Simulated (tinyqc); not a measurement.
Inside a calculation. Method: sp3 tight binding, zinc-blende lattice. Computed by tinyqc, a small Python program that keeps every step. Command: `OMP_NUM_THREADS=1 python tinyqc.py 21688 21689 out.jsonl` (the two numbers bound the seeds that draw the settings). One thread of a shared host (Intel(R) Xeon(R) Processor @ 2.60GHz), about 0.01 s of CPU time with the checks.

## Bloch Hamiltonian at k

Parameters chosen for this model: zinc-blende lattice, anion at 0, cation at a/4 (1,1,1); V = eta hbar^2 / (m d^2), hbar^2/m = 7.619964 eV angstrom^2:
```
parameter          value      unit
a               5.850000  angstrom
d               2.533124  angstrom
Es anion      -15.230000        eV
Ep anion       -6.760000        eV
Es cation     -15.230000        eV
Ep cation      -6.760000        eV
eta ss         -1.550000
eta sp          1.600000
eta pp sigma    2.140000
eta pp pi      -0.630000
V ss           -1.840652        eV
V sp            1.900028        eV
V pp sigma      2.541287        eV
V pp pi        -0.748136        eV
```

k point k (2 pi / a): [-0.120000, -0.340000, 0.530000]

Slater-Koster rules over the four bonds with direction cosines (l, m, n): ss V_ss; s-px l V_sp; px-s -l V_sp; px-px l^2 V_pps + (1 - l^2) V_ppp; px-py l m (V_pps - V_ppp); each times exp(i k.d).

H(k) at k (eV), order a s, a px, a py, a pz, c s, c px, c py, c pz:
```
[[-15.230000, 0.000000, 0.000000, 0.000000, -4.189539+0.519429i, 1.622804-0.476301i, 0.523448-1.476638i, -0.281684+2.744012i],
 [0.000000, -6.760000, 0.000000, 0.000000, -1.622804+0.476301i, 0.792859-0.098301i, -0.281554+2.742743i, 0.523206-1.475955i],
 [0.000000, 0.000000, -6.760000, 0.000000, -0.523448+1.476638i, -0.281554+2.742743i, 0.792859-0.098301i, 1.622054-0.476081i],
 [0.000000, 0.000000, 0.000000, -6.760000, 0.281684-2.744012i, 0.523206-1.475955i, 1.622054-0.476081i, 0.792859-0.098301i],
 [-4.189539-0.519429i, -1.622804-0.476301i, -0.523448-1.476638i, 0.281684+2.744012i, -15.230000, 0.000000, 0.000000, 0.000000],
 [1.622804+0.476301i, 0.792859+0.098301i, -0.281554-2.742743i, 0.523206+1.475955i, 0.000000, -6.760000, 0.000000, 0.000000],
 [0.523448+1.476638i, -0.281554-2.742743i, 0.792859+0.098301i, 1.622054+0.476081i, 0.000000, 0.000000, -6.760000, 0.000000],
 [-0.281684-2.744012i, 0.523206+1.475955i, 1.622054+0.476081i, 0.792859+0.098301i, 0.000000, 0.000000, 0.000000, -6.760000]]
```

## Levels at k

Diagonalise the Hermitian matrix.

eigenvalues (eV): [-20.307948, -13.674893, -10.464121, -9.661165, -6.282988, -4.395394, -3.581761, -2.651731]

weights |c|^2 of the basis functions, order a s, a px, a py, a pz, c s, c px, c py, c pz:
```
[[0.472594, 0.317146, 0.009678, 0.006725, 0.161266, 0.013888, 0.005958, 0.012746],
 [0.003596, 0.063594, 0.273308, 0.049856, 0.160845, 0.052918, 0.196528, 0.199355],
 [0.005853, 0.042022, 0.136074, 0.298287, 0.012809, 0.037141, 0.297359, 0.170455],
 [0.017958, 0.077237, 0.080941, 0.145132, 0.165080, 0.396054, 0.000156, 0.117444],
 [0.472594, 0.317146, 0.009678, 0.006725, 0.161266, 0.013888, 0.005958, 0.012746],
 [0.003596, 0.063594, 0.273308, 0.049856, 0.160845, 0.052918, 0.196528, 0.199355],
 [0.005853, 0.042022, 0.136074, 0.298287, 0.012809, 0.037141, 0.297359, 0.170455],
 [0.017958, 0.077237, 0.080941, 0.145132, 0.165080, 0.396054, 0.000156, 0.117444]]
```

## Bloch Hamiltonian at X

k point X (2 pi / a): [1, 0, 0]

As before.

H(k) at X (eV), order a s, a px, a py, a pz, c s, c px, c py, c pz:
```
[[-15.230000, 0.000000, 0.000000, 0.000000, 0.000000, 0.000000+4.387926i, 0.000000, 0.000000],
 [0.000000, -6.760000, 0.000000, 0.000000, 0.000000-4.387926i, 0.000000, 0.000000, 0.000000],
 [0.000000, 0.000000, -6.760000, 0.000000, 0.000000, 0.000000, 0.000000, 0.000000+4.385897i],
 [0.000000, 0.000000, 0.000000, -6.760000, 0.000000, 0.000000, 0.000000+4.385897i, 0.000000],
 [0.000000, 0.000000+4.387926i, 0.000000, 0.000000, -15.230000, 0.000000, 0.000000, 0.000000],
 [0.000000-4.387926i, 0.000000, 0.000000, 0.000000, 0.000000, -6.760000, 0.000000, 0.000000],
 [0.000000, 0.000000, 0.000000, 0.000000-4.385897i, 0.000000, 0.000000, -6.760000, 0.000000],
 [0.000000, 0.000000, 0.000000-4.385897i, 0.000000, 0.000000, 0.000000, 0.000000, -6.760000]]
```

## Levels at X

As before.

eigenvalues (eV): [-17.093288, -17.093288, -11.145897, -11.145897, -4.896712, -4.896712, -2.374103, -2.374103]

## Bands along a path

The same steps at evenly spaced points between the labelled ones.

Bands along the path (eV):
```
k             band 1      band 2      band 3      band 4     band 5     band 6     band 7     band 8
L         -19.775742  -14.838572   -9.649625   -9.649625  -7.159345  -3.870375  -3.870375  -2.206341
L-G 0.25  -20.403773  -13.931262   -9.482394   -9.482394  -7.115055  -4.037606  -4.037606  -2.529910
L-G 0.50  -21.488766  -12.017818   -9.028410   -9.028410  -7.032861  -4.491590  -4.491590  -3.440554
L-G 0.75  -22.300933   -9.886033   -8.457038   -8.457038  -7.114226  -5.062962  -5.062962  -4.678808
G         -22.592607   -8.153354   -8.153354   -8.153354  -7.867393  -5.366646  -5.366646  -5.366646
G-X 0.25  -22.200721   -9.927497   -8.875225   -8.875225  -6.547632  -5.304150  -4.644775  -4.644775
G-X 0.50  -21.065732  -12.189842  -10.014038  -10.014038  -5.579259  -5.145167  -3.505962  -3.505962
G-X 0.75  -19.304232  -14.647192  -10.846973  -10.846973  -5.058474  -4.970102  -2.673027  -2.673027
X         -17.093288  -17.093288  -11.145897  -11.145897  -4.896712  -4.896712  -2.374103  -2.374103
X-W 0.25  -17.093288  -17.093288  -11.145897  -11.145897  -4.896712  -4.896712  -2.374103  -2.374103
X-W 0.50  -17.093288  -17.093288  -11.145897  -11.145897  -4.896712  -4.896712  -2.374103  -2.374103
X-W 0.75  -17.093288  -17.093288  -11.145897  -11.145897  -4.896712  -4.896712  -2.374103  -2.374103
W         -17.093288  -17.093288  -11.145897  -11.145897  -4.896712  -4.896712  -2.374103  -2.374103
```

With 4 band(s) filled, the highest filled level on these points lies at G and the lowest empty one at G: a gap of 0.2860 eV, direct.
